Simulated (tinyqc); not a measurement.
# Undoped symmetric double-gate MOSFET, analytic potential model: two studies

An undoped body of thickness ts between two equal insulators and tied gates; long channel, electrons only, n = ni exp((psi - V)/Vt) with V the quasi-Fermi potential (0 at the source, Vd at the drain), constant mobility, no quantisation. Across the body psi(x) = V - 2 Vt ln[(ts/(2 beta)) sqrt(q ni/(2 eps0 eps_r Vt)) cos(2 beta x/ts)], x from the centre. Q is the electron charge per area of the whole body.

Parameters, values chosen for the exercise; material values close to those of germanium:
```
symbol,value,unit,meaning
T,300,K,temperature
Eg,0.668,eV,band gap
eps_r,15.9,,relative permittivity of the semiconductor
Nc,1.03e19,cm^-3,conduction-band density of states at T
Nv,6.11e18,cm^-3,valence-band density of states at T
eox,3.79,,relative permittivity of the gate insulator
tox,1.2,nm,insulator thickness
ts,25,nm,body thickness
dphi,0.01,V,gate work function less that of the intrinsic body
mu,560,cm^2/(V s),channel mobility
L,1,um,gate length
Vd,0.5,V,drain voltage
```

Constants: q = 1.602176634e-19 C, kB = 1.380649e-23 J/K, Vt = kB T/q, eps0 = 8.8541878128e-14 F/cm where lengths are in cm. Results are converted to the units shown.

Each table varies one quantity; the others keep the values above.

## Effect of the insulator thickness

ni = sqrt(Nc Nv) exp(-Eg/(2 Vt)), Eg in volts; r = eps_r tox/(eox ts); V0 = dphi + 2 Vt ln[(2/ts) sqrt(2 eps0 eps_r Vt/(q ni))]. beta (between 0 and pi/2) solves (Vg - V0 - V)/(2 Vt) = ln(beta) - ln(cos beta) + 2 r beta tan(beta). Q = 8 eps0 eps_r Vt beta tan(beta)/ts; I = mu (1/L)(4 eps0 eps_r/ts)(2 Vt)^2 [g(beta_s) - g(beta_d)] per width, g = beta tan(beta) - beta^2/2 + r beta^2 tan^2(beta), with beta_s at V = 0 and beta_d at V = Vd.  I(low) is taken at Vg = 0.01 V, Qs and I(high) at Vg = 0.76 V.

The same in every row: V0 (V) = 0.2585.

Effect of the insulator thickness:
```
tox (nm)  I(low) (nA/um)  Qs(high) (nC/cm^2)  I(high) (uA/um)
0.4               0.1127                5130            582.4
0.58              0.1127                3728            439.1
0.83              0.1127                2735            333.1
1.2               0.1127                1984            249.6
1.7               0.1127                1462            189.2
2.5               0.1127                1041            138.7
3.6               0.1127               752.9            102.9
```

Read the table: what changes, and by how much?

As tox goes from 0.4 to 3.6 nm, I(low) stays near 0.113 nA/um and I(high) falls from 582 to 103 uA/um. On average I(low) is independent of tox and I(high) goes as tox^(-0.79). Below threshold no voltage drops over the insulator in this long-channel model, so its thickness does not matter there. In every row the surface density at the source at the higher gate voltage passes 0.3 Nc, where Boltzmann statistics fail.

## Effect of the gate work function less that of the intrinsic body

Same model as above.

Effect of the gate work function less that of the intrinsic body:
```
dphi (V)  V0 (V)  I(low) (nA/um)  Qs(high) (nC/cm^2)  I(high) (uA/um)
-0.14     0.1085           36.71                2731            428.4
-0.09     0.1585           5.379                2479            365.6
-0.04     0.2085          0.7792                2230            305.7
0.01      0.2585          0.1127                1984            249.6
0.06      0.3085         0.01629                1741            198.4
0.11      0.3585        0.002354                1504            153.1
0.16      0.4085        3.404e-4                1272            114.3
```

What does the table show?

As dphi goes from -0.14 to 0.16 V, I(low) falls from 36.7 to 3.40e-4 nA/um and I(high) falls from 428 to 114 uA/um. V0 rises from 0.109 to 0.409 V. In every row the surface density at the source at the higher gate voltage passes 0.3 Nc, where Boltzmann statistics fail.

Computed by the program tinyqc: `OMP_NUM_THREADS=1 python tinyqc.py 2440139 2440140 out.jsonl`, one thread of a shared Intel Xeon 2.30GHz, about 0.03 s for the whole run.
